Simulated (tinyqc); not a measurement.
What each parameter does: dielectric confinement in a thin film (image charges).

A film |z| < t/2 of dielectric constant eps between half-spaces of dielectric constant e2; lam = (eps - e2)/(eps + e2), q = e^2/(4 pi eps0). The self-energy of a band edge is taken with the high-frequency value, e2 = eh, and the field of a fixed ion with the static one, e2 = eo. A charge at z has images lam^|n| at n t + (-1)^n z. Its self-energy is S(z) = (q/2 eps) sum over n >= 1 of lam^n [1/(n t - 2z) + 1/(n t + 2z)] for odd n and 2 lam^n/(n t) for even n; at the centre S(0) = -(q/(eps t)) ln(1 - lam).

Donor at the centre, lam from the static eo, trial function cos(pi z/t) exp(-rho/l): E(l) = c/(m l^2) - (q/eps) times the integral over k of F(k t) (1 + (k l/2)^2)^(-3/2), with F(x) = F0 + 2 lam exp(-x) G/(1 - lam exp(-x)), F0 = 2[(1 - exp(-x/2))/x + x (1 + exp(-x/2))/(x^2 + 4 pi^2)], G = 2 sinh(x/2)[1/x - x/(x^2 + 4 pi^2)]; c = hbar^2/2m0. The binding energy is -E at the minimum, counted from the subband edge with its self-energy.

Constants: e^2/(4 pi eps0) = 14.39964547 eV angstrom; hbar^2/2m0 = 3.80998211 eV angstrom^2; Ry = 13.60569312 eV.

Inputs chosen for the exercise (near those of a Si (100) film, two-fold valleys, in vacuum; shifted at random, so the results belong to these values and not to a real crystal):
- t = 48 angstrom (film thickness)
- eps = 11.4 (dielectric constant of the film)
- eh = 1 (high-frequency dielectric constant outside)
- eo = 1 (static dielectric constant outside)
- m = 0.186 m0 (mass in the plane)

<S> is the mean over (2/t) cos^2(pi z/t).

Results for these values:

| case | lam from eh | <S> (meV) | binding (meV) | l (angstrom) |
|---|---|---|---|---|
| base | 0.839 | 52.9 | 128.7 | 25.7 |

What happens to each result for eh = 1.3, all else kept?

Answer: lam from eh falls from 0.839 to 0.795; <S> falls from 52.9 to 46.4; binding does not change at the printed digits; l does not change at the printed digits.

The same for each parameter in turn:

| case | lam from eh | <S> (meV) | binding (meV) | l (angstrom) |
|---|---|---|---|---|
| base | 0.839 | 52.9 | 128.7 | 25.7 |
| t = 42 angstrom | 0.839 | 60.5 | 142.4 | 24.3 |
| eps = 10.3 | 0.823 | 55.8 | 140.7 | 24.2 |
| eo = 1.4 | 0.839 | 52.9 | 113.2 | 25.9 |
| eh = 1.3 | 0.795 | 46.4 | 128.7 | 25.7 |
| m = 0.223 m0 | 0.839 | 52.9 | 134.4 | 23.1 |

(tinyqc, `OMP_NUM_THREADS=1 python tinyqc.py 1280290 1280291 out.jsonl`, Intel(R) Xeon(R) Processor @ 2.30GHz, 1 thread, shared host, about 0.04 s.)
